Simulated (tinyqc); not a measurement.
Abrupt p-n junction, non-linear Poisson equation by Newton steps: one step of the calculation.

One dimension, p side on the left, n side on the right; net doping C = -Na for x < 0 and +Nd for x > 0. The potential psi is counted from the intrinsic level, and the quasi-Fermi potentials are flat: 0 for holes and -V for electrons, so n = ni exp((psi + V)/Vt) and p = ni exp(-psi/Vt) (Boltzmann statistics, full ionisation, no current). Under reverse bias this makes the minority densities vanishingly small everywhere; they play no part in the charge.

Problem. Densities, residual and Jacobian diagonal. n_i = ni exp((psi_i + V)/Vt), p_i = ni exp(-psi_i/Vt), rho_i = p_i - n_i + C_i, g_i = (n_i + p_i)/Vt. Box widths w_i = (h_(i-1) + h_i)/2 in cm. Residual F_i = a_i (psi_(i+1) - psi_i) - a_(i-1) (psi_i - psi_(i-1)) + q rho_i w_i; Jacobian: a_(i-1) and a_i beside the diagonal, b_i = -a_(i-1) - a_i - q g_i w_i on it. The two end nodes are fixed.

Values chosen for this exercise: temperature T = 300 K; bias of the p side against the n side V = -1.4 V.

Constants: q = 1.602176634e-19 C, kB = 1.380649e-23 J/K, Vt = kB T/q. Results are converted to the units shown.

```
node	x (nm)	psi after iteration 2 (V)	net doping C (cm^-3)
0	-1330	-1.5034245	-9.1e15
1	-555	-1.9605523	-9.1e15
2	-230	0.2323277	-9.1e15
3	-93.2	1.7128442	-9.1e15
4	-36.1	2.4285108	-9.1e15
5	-12.1	2.7464924	-9.1e15
6	-2.1	2.8819899	-9.1e15
7	2.1	2.9395770	6.2e17
8	6.77	2.9797863	6.2e17
9	12	3.0007258	6.2e17
10	17.7	3.0088408	6.2e17
11	24.2	3.0115602	6.2e17
12	31.3	3.0123197	6.2e17
13	39.3	3.0125101	6.2e17
14	48.1	3.0125573	6.2e17
```

coupling a_i, interval 0 to 13 (F/cm^2): 1.0659300e-8  2.5418330e-8  6.0387114e-8  1.4467526e-7  3.4420655e-7  8.2609572e-7  1.9668946e-6  1.7689416e-6  1.5795329e-6  1.4492907e-6  1.2709165e-6  1.1635151e-6  1.0326197e-6  9.3874514e-7
ni = 5.0422116e-10 cm^-3

Find: n; p; residual F; diagonal b.

Solution.

```
node	n (cm^-3)	p (cm^-3)
0	8.4574e-59	9.1000e15
1	1.7694e-66	4.3496e23
2	1.2206e-29	6.3050e-14
3	9.0818e-5	8.4743e-39
4	9.5685e7	8.0433e-51
5	2.1023e13	3.6608e-56
6	3.9715e15	1.9379e-58
7	3.6845e16	2.0888e-59
8	1.7453e17	4.4098e-60
9	3.9231e17	1.9618e-60
10	5.3698e17	1.4332e-60
11	5.9654e17	1.2901e-60
12	6.1433e17	1.2528e-60
13	6.1887e17	1.2436e-60
14	6.2000e17	1.2413e-60
```

```
node	residual F (C/cm^2)	diagonal b (F/cm^2)
1	3.8329	-148.26
2	0.0000	-8.5805e-8
3	0.0000	-2.0506e-7
4	0.0000	-4.8888e-7
5	0.0000	-1.1705e-6
6	0.0000	-2.8105e-6
7	0.0000	-3.8371e-6
8	0.0000	-3.8839e-6
9	0.0000	-4.3576e-6
10	0.0000	-4.7502e-6
11	0.0000	-4.9484e-6
12	0.0000	-5.0706e-6
13	0.0000	-5.1931e-6
```

tinyqc, about 0.03 s, one thread, Intel Xeon 2.30GHz (shared host): `OMP_NUM_THREADS=1 python tinyqc.py 2000130 2000131 out.jsonl`
